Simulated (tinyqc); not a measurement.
# Short-channel transistor, virtual-source model with series resistance: several studies

The current per gate width is the charge at the top of the source barrier (the virtual source) times its velocity times a saturation function; al and be are fitting constants of the model. Units: I in uA/um, Rs in ohm um, so I Rs = 1e-6 I Rs in volts; Q in uC/cm^2, so I = 1e-4 Q vx0 Fsat with vx0 in cm/s.

Values chosen for this exercise: temperature T = 325 K; inversion capacitance Cinv = 3.96 uF/cm^2; velocity at the virtual source vx0 = 1.57e7 cm/s; apparent mobility mu = 81 cm^2/(V s); channel length L = 12 nm; threshold at zero drain voltage VT0 = 0.48 V; drain-induced barrier lowering dl = 0.182 V/V; subthreshold factor n0 = 1.06; growth of n with drain voltage nd = 0.1 1/V; threshold shift (in units of Vt) from weak to strong inversion al = 3.5; sharpness of saturation be = 1.4; series resistance of each contact Rs = 90 ohm um.

Constants: q = 1.602176634e-19 C, kB = 1.380649e-23 J/K, Vt = kB T/q. Results are converted to the units shown.

Each table varies one quantity; the others keep the values above.

## Output curve

Intrinsic voltages Vg' = Vgs - I Rs, Vd' = Vds - 2 I Rs. n = n0 + nd Vd', VT = VT0 - dl Vd', Ff = 1/(1 + exp((Vg' - VT + al Vt/2)/(al Vt))), Q = Cinv n Vt ln(1 + exp((Vg' - VT + al Vt Ff)/(n Vt))), Vdsat = (vx0 L/mu)(1 - Ff) + Vt Ff, Fsat = u/(1 + u^be)^(1/be) with u = Vd'/Vdsat, and I = Q vx0 Fsat per width. I is solved self-consistently. gds = dI/dVds, gm = dI/dVgs.

In this table Vgs = 0.7 V.

Results:
```
Vds (V)  I (uA/um)     Fsat  gds (uS/um)  gain gm/gds
0.08        225.27  0.16960       2632.4      0.15968
0.16        419.01  0.32870       2207.3      0.39861
0.23        560.73  0.44935       1848.5      0.69467
0.31        694.39  0.56124       1507.5       1.1292
0.47        897.34  0.71133       1080.2       2.1423
0.54        968.99  0.75449       972.92       2.5660
0.62        1043.2  0.79272       886.73       2.9986
0.7         1111.6  0.82229       826.86       3.3680
```

Estimate the missing row, Vds = 0.39 V.

Computed row:
```
Vds (V)  I (uA/um)     Fsat  gds (uS/um)  gain gm/gds
0.39        804.34  0.64691       1255.7       1.6295
```

With this row back in the table: The current rises from 225 to 1110 uA/um as Fsat rises from 0.170 to 0.822; gds falls from 2630 to 827 uS/um. The gain ends at 3.37, against 1/dl = 5.49 for a current that depends on Vds through barrier lowering alone.

## Effect of the drain-induced barrier lowering on the on and off currents

Same model as above.

Ion is I at Vgs = Vds = 0.7 V, Ioff at Vgs = 0, Vds = 0.7 V, and Rlin = Vds/I at Vgs = 0.7 V, Vds = 0.05 V.

Effect of the drain-induced barrier lowering on the on and off currents:
```
dl (V/V)  Ion (uA/um)  Ioff (nA/um)  log10(Ion/Ioff)  Rlin (ohm um)
0               831.1         1.076            5.888          349.8
0.04            897.6         2.574            5.542          349.2
0.08            961.3         6.133            5.195          348.6
0.12             1022         14.53            4.847          348.0
0.16             1081         34.21            4.499          347.4
0.2              1136         79.82            4.153          346.8
0.24             1190         184.1            3.810          346.2
0.28             1241         418.6            3.472          345.6
```

As dl goes from 0 to 0.28 V/V, Ion rises from 831 to 1240 uA/um, Ioff rises from 1.08 to 419 nA/um and Rlin falls from 350 to 346 ohm um. Ion changes by a factor of 1.49 and Ioff by 389. The off current depends on it through an exponential, the on current about linearly.

## Effect of the threshold at zero drain voltage on the on and off currents

Same model as above.

Effect of the threshold at zero drain voltage on the on and off currents:
```
VT0 (V)  Ion (uA/um)  Ioff (nA/um)  log10(Ion/Ioff)  Rlin (ohm um)
0.15            1968       1.460e5            1.129          250.8
0.2             1849       7.086e4            1.417          257.9
0.25            1726       2.746e4            1.798          266.6
0.3             1598          8677            2.265          277.3
0.35            1467          2362            2.793          290.6
0.4             1332         582.0            3.360          307.7
0.45            1195         134.4            3.949          330.1
0.5             1056         29.74            4.550          360.3
```

Read the table: what changes, and by how much?

As VT0 goes from 0.15 to 0.5 V, Ion falls from 1970 to 1060 uA/um, Ioff falls from 1.46e5 to 29.7 nA/um and Rlin rises from 251 to 360 ohm um. Ion changes by a factor of 0.537 and Ioff by 2.04e-4. The off current depends on it through an exponential, the on current about linearly. For VT0 = 0.15 to 0.35 V the off current passes 1 uA/um, so the device is hardly off at Vgs = 0.

tinyqc, about 0.02 s, one thread, Intel Xeon 2.30GHz (shared host): `OMP_NUM_THREADS=1 python tinyqc.py 2380138 2380139 out.jsonl`
